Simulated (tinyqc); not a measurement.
# Gain factor and gap resistance from two string resistances

Problem. At small bit-line voltage each of the 96 cells has the resistance 1/(K x) at overdrive x (no mobility reduction) in series with a gap resistance Rg. Find K, Rg and the share of the gaps at the higher overdrive.

resistance of a string of 96 equal cells at overdrives of 3.9 and 7.1 V (kohm): [2318.2341, 1835.8751]

Answer. The resistance per cell is a straight line in 1/x with slope 1/K and intercept Rg.

K = 23.0 uA/V^2
Rg = 13.0 kohm
share of the gaps = 68.0 %

Program tinyqc, `OMP_NUM_THREADS=1 python tinyqc.py 2142072 2142073 out.jsonl`; Intel Xeon 2.30GHz, shared host, one thread, about 0.8 s.
